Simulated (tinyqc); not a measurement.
Inside a calculation. Method: plane-wave Kohn-Sham cycle with exchange-only LDA in a layered model solid. Computed by tinyqc, a small Python program that keeps every step. Settings: points = 16, plane-wave index or count = 3, electrons = 4, k points = 1, area = 13.0, mixing = 0.1, iteration cap = 68. Command: `OMP_NUM_THREADS=1 python tinyqc.py 27441 27442 out.jsonl` (the two numbers bound the seeds that draw the settings). One thread of a shared host (Intel(R) Xeon(R) Processor @ 2.60GHz), about 0.01 s of CPU time with the checks.

A solid whose potential varies along x alone (atomic units):
```
parameter                      value
period a                    6.000000
cross-section of the cell  13.000000
electrons per cell                 4
grid points                       16
plane waves -n..n, n               3
k points                           1
V1 in V1 cos(2 pi x/a)     -0.370000
V2 in V2 cos(4 pi x/a)      0.010000
```

Stop when sqrt(dV sum R^2) is below 1e-8, dV = a A/N.

Course of the cycle:
```
iteration  E (hartree)  norm of the residual
1          -0.26366046              2.34e-01
2          -0.23087084              2.04e-01
3          -0.20737673              1.78e-01
4          -0.19068840              1.56e-01
5          -0.17892459              1.36e-01
6          -0.17068692              1.19e-01
7          -0.16495118              1.05e-01
8          -0.16097690              9.25e-02
9          -0.15823467              8.16e-02
10         -0.15634954              7.23e-02
11         -0.15505795              6.41e-02
...                ...                   ...
58         -0.15236837              4.28e-04
59         -0.15236837              3.85e-04
60         -0.15236838              3.46e-04
61         -0.15236838              3.12e-04
62         -0.15236839              2.80e-04
63         -0.15236839              2.52e-04
64         -0.15236839              2.27e-04
65         -0.15236840              2.04e-04
66         -0.15236840              1.84e-04
67         -0.15236840              1.65e-04
68         -0.15236840              1.49e-04
```

Can the last value be used, and what does the course show?

Not by the stop rule, although the second column moves by less than 1e-07 over the last three steps. Not converged within 68 iterations: the residual falls steadily but slowly, by a factor of about 0.90 a step. Reruns (cap 100 unless said): mixing 0.5, Kerker q0 1.0: converged in 36 (E = -0.15237); mixing 0.3, Pulay depth 5: converged in 10 (E = -0.15237); the original settings with a cap of 400: converged in 160 (E = -0.15237).
